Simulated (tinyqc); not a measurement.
Comparisons within one model: Lorentz oscillators and the Kramers-Kronig relations. A value that a table varies takes the place of the one given here.

eps(E) = 1 + sum_j S_j/(E0_j^2 - E^2 - i G_j E).

Kramers-Kronig: eps1(E) = 1 + (2/pi) P integral_0^infinity E1 eps2(E1)/(E1^2 - E^2) dE1. Maclaurin rule on the grid E_j = j h, j = 1 .. M: eps1(E_i) = 1 + (4 h/pi) sum over j with j - i odd of E_j eps2(E_j)/(E_j^2 - E_i^2); nothing is added above E_M.

n + i k = sqrt(eps1 + i eps2) with k >= 0; R = ((n - 1)^2 + k^2)/((n + 1)^2 + k^2) at normal incidence from vacuum; alpha = 2 E k/(hbar c), times 1e8 for 1/cm; loss function Im(-1/eps) = eps2/(eps1^2 + eps2^2).

Constants: hbar c = 1973.269805 eV angstrom.

Parameters, chosen for this exercise: E0 = (6.76, 9.28) eV (resonances); G = (0.99, 2.01) eV (widths); S = (54.8, 89.5) eV^2 (strengths); h = 0.8 eV (grid step); M = 36 (grid points E_j = j h); E_t = 2.1 eV (energy below the first line); E = 5.02 eV (photon energy).

## Numerical transform against the formula

Every third grid point is listed; the error is the transform minus the formula.

Dielectric function:
```
E (eV)   eps2  eps1 formula  eps1 transform   error
1.60    0.088         3.338           3.185  -0.153
4.00    0.386         4.073           4.193   0.120
6.40    6.070         6.981           5.156  -1.825
8.80    4.519         1.395           1.334  -0.061
11.20   1.075        -1.388          -1.306   0.082
13.60   0.270        -0.231          -0.242  -0.011
16.00   0.116         0.232           0.254   0.022
18.40   0.062         0.467           0.461  -0.006
20.80   0.038         0.604           0.614   0.010
23.20   0.025         0.693           0.688  -0.005
25.60   0.018         0.754           0.757   0.003
28.00   0.013         0.798           0.791  -0.008
```

The largest error listed is -1.825 at 6.40 eV. The rule samples every 2h = 1.6 eV and the narrowest line is 0.99 eV wide, so it is not resolved. The grid ends at 28.8 eV, where eps2 is still 0.012; the error at the last point listed, nearest the missing tail, is -0.008.

## How far the spectrum must be known

The integrals are done by adaptive quadrature and cut at E_cut. f-sum share: (2/pi) integral of E eps2 over sum S. Static share: (2/pi) integral of eps2/E over eps(0) - 1.

Cut integrals:
```
E_cut (eV)  eps1(E_t)  f-sum share  static share
7.4             2.363        0.315         0.554
10.2            3.201        0.740         0.907
13.9            3.382        0.895         0.985
18.6            3.406        0.934         0.995
27.8            3.414        0.960         0.999
46.4            3.416        0.977         1.000
```

eps1(E_t) from the formula = 3.416

Cut at 10.2 eV, just above the last line, eps1(E_t) lacks 0.215; cut at 46.4 eV it lacks 0.001. At 13.9 eV the static sum has reached 0.985 and the f-sum only 0.895: the f-sum weights eps2 by E and the static sum by 1/E, so the f-sum needs the far tail.

## Optical constants across the spectrum

Spectrum:
```
E (eV)    eps1   eps2      n      k      R   loss
1.39     3.313  0.075  1.820  0.020  0.085  0.007
3.29     3.737  0.249  1.934  0.064  0.102  0.018
5.19     5.184  1.003  2.287  0.219  0.157  0.036
7.09    -0.414  6.340  1.723  1.839  0.362  0.157
8.98     0.905  4.915  1.718  1.430  0.272  0.197
10.88   -1.639  1.398  0.508  1.377  0.513  0.301
12.78   -0.504  0.397  0.262  0.757  0.516  0.964
14.68    0.022  0.177  0.317  0.280  0.301  5.552
16.58    0.302  0.098  0.557  0.088  0.084  0.972
18.48    0.472  0.061  0.689  0.045  0.035  0.270
20.37    0.584  0.041  0.765  0.027  0.018  0.121
22.27    0.663  0.030  0.814  0.018  0.011  0.067
```

Among the energies listed the largest values are at (eV): eps2 7.09; n 5.19; k 7.09; R 12.78; loss 14.68. eps1 crosses zero at 7.01, 7.53, 9.21 and 14.57 eV; the last crossing is upward and marks the plasmon, against sqrt(sum S) = 12.01 eV for free electrons.

## What each oscillator parameter does

At the energy E. Each row changes one parameter from the base and keeps the others.

Results:
```
case                     eps1   eps2      n      k      R
base                    4.955  0.849  2.234  0.190  0.149
E0 = (6.76, 9.744) eV   4.782  0.794  2.194  0.181  0.143
G = (0.99, 3.015) eV    4.909  0.956  2.226  0.215  0.148
S = (54.8, 107.4) eV^2  5.241  0.896  2.298  0.195  0.158
E = 5.271 eV            5.305  1.091  2.315  0.236  0.162
```

The largest shifts from the base row, up to three for each result and ties (the steps differ in size, so this ranks the rows, not the parameters). eps1: E +0.350, S +0.286, E0 -0.173. eps2: E +0.242, G +0.107, E0 -0.055. n: E +0.081, S +0.064, E0 -0.040. k: E +0.046, G +0.025, E0 -0.009. R: E +0.013, S +0.009, E0 -0.006.

Run: tinyqc, `OMP_NUM_THREADS=1 python tinyqc.py 1651176 1651177 out.jsonl`; Intel(R) Xeon(R) Processor @ 2.30GHz, one thread, shared host; about 0.1 s of CPU time with all checks.
